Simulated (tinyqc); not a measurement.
Thermal stress, cracking, delamination and buckling of a thin film; Griffith cracks and misfitting inclusions. Changing the substrate Young's modulus E_s. Computed by tinyqc, a small Python program. Command: `OMP_NUM_THREADS=1 python tinyqc.py 3011904 3011905 out.jsonl filmcrack sweep`. One thread of a shared host (Intel(R) Xeon(R) Processor @ 2.30GHz), about 0.01 s of CPU time with the checks.

Isotropic linear elasticity; the substrate is much thicker than the film; stress is positive in tension.

Inputs (values chosen for the exercise, modelled on a copper film on silicon): film Young's modulus E = 125 GPa; film Poisson ratio nu = 0.36; film expansion alpha_f = 17.2 1e-6/K; substrate expansion alpha_s = 3.4 1e-6/K; deposition temperature T_d = 425 K; final temperature T = 300 K; intrinsic stress = 280 MPa; film thickness h = 1.1 micrometre; substrate Poisson ratio nu_s = 0.27; inclusion radius R = 0.9 micrometre.

Inclusion: sphere.

Method:
- Thermal strain = (alpha_f - alpha_s)(T_d - T); stress = E/(1 - nu) x strain + intrinsic stress; plane-strain modulus Ebar = E/(1 - nu^2); G0 = stress^2 h/(2 Ebar) is the energy freed per area when a long strip loses its stress across its width.
- Dundurs alpha = (Ebar - Ebar_s)/(Ebar + Ebar_s), with Ebar_s = E_s/(1 - nu_s^2). The channel-crack factor is taken as g = 1.258 (1 - alpha)^(-0.7), a rough interpolation chosen for the exercise (1.258 is the value for matched materials).
- Film material fills a sphere of radius R in the substrate, with the misfit e = thermal strain (it wants to shrink if e > 0). Radial stress at the wall s0 = e/[(1 - 2 nu)/E + (1 + nu_s)/(2 E_s)]; inside it is uniform and hydrostatic; outside s_rr = s0 (R/r)^3, s_tt = -s_rr/2. Keep-out radius: where |s_rr| falls to 10 MPa (R if it is lower at the wall).

One run for each value:
```
substrate Young's modulus E_s (GPa)  Dundurs alpha  factor g  radial stress at the wall s0 (MPa)
5.0                                         0.9276     7.905                                13.3
8.6                                         0.8787     5.506                                22.7
15.0                                        0.7975     3.847                                38.7
26.0                                        0.6732     2.753                                64.7
77.0                                        0.2672     1.564                               164.5
130.0                                       0.0119     1.269                               242.1
230.0                                      -0.2667     1.066                               344.9
400.0                                      -0.5005     0.947                               450.7
```

Give the missing row, substrate Young's modulus E_s (GPa) = 45.0.

Computed row:
```
substrate Young's modulus E_s (GPa)  Dundurs alpha  factor g  radial stress at the wall s0 (MPa)
45.0                                        0.4948     2.029                               105.5
```

Interpolating between the two neighbouring rows (the first column on a logarithmic scale, the others too where they are positive) misses most in Dundurs alpha, by 15 %. Over the rows, Dundurs alpha falls from 0.928 to -0.501; factor g falls from 7.91 to 0.947 (exponent d ln y / d ln x -0.67 between the first rows and -0.21 between the last); radial stress at the wall s0 (MPa) rises from 13.3 to 451 (exponent d ln y / d ln x 0.98 between the first rows and 0.48 between the last).
